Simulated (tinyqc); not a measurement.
# Undoped symmetric double-gate MOSFET, analytic potential model, step by step

Numbers from tinyqc (`OMP_NUM_THREADS=1 python tinyqc.py 2440056 2440057 out.jsonl`; about 0.01 s on one thread of a shared Intel Xeon 2.30GHz). Printed values are rounded.

An undoped body of thickness ts between two equal insulators and tied gates; long channel, electrons only, n = ni exp((psi - V)/Vt) with V the quasi-Fermi potential (0 at the source, Vd at the drain), constant mobility, no quantisation. Across the body psi(x) = V - 2 Vt ln[(ts/(2 beta)) sqrt(q ni/(2 eps0 eps_r Vt)) cos(2 beta x/ts)], x from the centre. Q is the electron charge per area of the whole body.

Parameters, values chosen for the exercise; material values those of a made-up semiconductor:
- T = 350 K (temperature)
- Eg = 1.4 eV (band gap)
- eps_r = 10.9 (relative permittivity of the semiconductor)
- Nc = 2.89e19 cm^-3 (conduction-band density of states at T)
- Nv = 3.87e19 cm^-3 (valence-band density of states at T)
- eox = 3.75 (relative permittivity of the gate insulator)
- tox = 2.4 nm (insulator thickness)
- ts = 12 nm (body thickness)
- dphi = 0.17 V (gate work function less that of the intrinsic body)
- mu = 520 cm^2/(V s) (channel mobility)
- L = 2 um (gate length)
- Vg = 0.57 V (gate voltage)
- Vd = 0.8 V (drain voltage)

Constants: q = 1.602176634e-19 C, kB = 1.380649e-23 J/K, Vt = kB T/q, eps0 = 8.8541878128e-14 F/cm where lengths are in cm. Results are converted to the units shown.

## Constants of the body

ni = sqrt(Nc Nv) exp(-Eg/(2 Vt)), Eg in volts; r = eps_r tox/(eox ts); V0 = dphi + 2 Vt ln[(2/ts) sqrt(2 eps0 eps_r Vt/(q ni))].

ni = 2.784505e9 cm^-3
r = 0.5813333
V0 = 0.7644210 V

## Iteration 1: beta at the source by Newton steps in z = ln(tan beta)

z at the start = 1

With V = 0, t = exp(z), beta = arctan(t): f = ln(beta) + (1/2) ln(1 + t^2) + 2 r beta t - (Vg - V0)/(2 Vt); with c = t/(1 + t^2), df/dz = c/beta + t c + 2 r t (c + beta); z(new) = z - f/(df/dz).

beta = 1.218283
f = 8.334324
df/dz = 6.021170
z after iteration 1 = -0.3841701

## Iteration 2: beta at the source by Newton steps in z = ln(tan beta)

As before.

beta = 0.5978708
f = 3.372610
df/dz = 1.936774
z after iteration 2 = -2.125525

## Course of the iteration: beta at the source by Newton steps in z = ln(tan beta)

Stop when z changes by less than 1e-11, or after 60 iterations.

Course of the iteration:
```
iteration           z  |change|
1          -0.3841701      1.38
2           -2.125525      1.74
3           -3.201590      1.08
4           -3.225185    0.0236
5           -3.225187   2.40e-6
6           -3.225187   < 1e-12
```

Converged in 6 iterations. At the end the number of correct digits about doubles with each step.

## Charges and drain current

beta_s = 0.03972743
beta_d = 6.926026e-8

beta (between 0 and pi/2) solves (Vg - V0 - V)/(2 Vt) = ln(beta) - ln(cos beta) + 2 r beta tan(beta). Q = 8 eps0 eps_r Vt beta tan(beta)/ts; I = mu (1/L)(4 eps0 eps_r/ts)(2 Vt)^2 [g(beta_s) - g(beta_d)] per width, g = beta tan(beta) - beta^2/2 + r beta^2 tan^2(beta), with beta_s at V = 0 and beta_d at V = Vd.

Qs = 0.3064322 nC/cm^2
Qd = 9.308789e-13 nC/cm^2
g(beta_s) = 7.914148e-4
g(beta_d) = 2.398492e-15
I = 0.002408648 uA/um

The term r beta^2 tan^2(beta), which gives the square law, makes up 0.183 % of g at the source.

## Potential and electron density across the body at the source

x/ts, point 0 to 6: 0  0.1  0.2  0.3  0.4  0.45  0.5

psi(x) as above with V = 0 and beta = beta_s; n = ni exp(psi/Vt).

```
point    psi (V)    n (cm^-3)
0      0.3998416  1.592994e15
1      0.3998435  1.593095e15
2      0.3998493  1.593397e15
3      0.3998588  1.593900e15
4      0.3998721  1.594604e15
5      0.3998802  1.595032e15
6      0.3998893  1.595511e15
```

The density at the surface is 1.00 times that at the centre (1/cos^2 beta).
